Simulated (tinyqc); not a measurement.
A particle near a wafer in liquid: double-layer and van der Waals forces (DLVO), deposition barrier and removal: one step, computed by the program tinyqc.

Sphere and flat wall, Derjaguin approximation, constant potentials in the linear-superposition form, no retardation and no hydration force.

Question. Energy and force at one gap. U(h) = Z R exp(-kappa h) - A R/(6 h); F(h) = -dU/dh = kappa Z R exp(-kappa h) - A R/(6 h^2), positive for repulsion.

Inputs (values chosen for the exercise, of the order of those for ceria on silica in water): particle radius R = 160 nm; Hamaker constant A = 1.6e-20 J; temperature T = 298 K; gap h = 1.1 nm.

Z = 15.03530 pN

kappa = 0.1709624 1/nm

Constants: k_B = 1.380649e-23 J/K.

Give: double-layer energy; van der Waals energy; U(h); F(h).

Answer.

double-layer energy = 484.46 k_B T

van der Waals energy = -94.275 k_B T

U(h) = 390.19 k_B T

F(h) = -11.848 pN

Caution: for kappa h below 1 linear superposition is only rough, and charge regulation matters.
